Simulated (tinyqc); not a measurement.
Adsorption as a lattice gas: isotherms with interactions, competition, desorption peaks and saturation dose: one step, computed by the program tinyqc.

One adsorbate per site; a molecule needs 1 empty site. Gas and surface have the same temperature.

Task: Dose to saturate, flat and in a hole. Without desorption or interaction, 99 % coverage needs the time (N_s/(s0 F)) ln 100. For a round hole of aspect ratio a in molecular flow with unit sticking (Gordon), the time is N_s/F x [1 + (19/4) a + (3/2) a^2]. The larger of the two times is a rough guide.

Inputs (values chosen for the exercise, for a model surface): desorption energy E = 2.3 eV; prefactor nu = 9.8e+12 1/s; site density N_s = 8.8 1/nm^2; sticking coefficient s0 = 0.0017; temperature T = 990 K; aspect ratio a (depth over diameter) of a hole = 60.

Adsorption: molecular (first order).

flux F = 899145.2 1/(nm^2 s)

Give: time on a flat surface; time for the hole.

Result:

time on a flat surface = 0.026512 s

time for the hole = 0.055649 s

Transport and reaction are comparable. Caution: with k_d = nu exp(-E/(k_B T)) of these inputs desorption is not negligible over the time on a flat surface, so without interaction 99 % coverage is not reached.
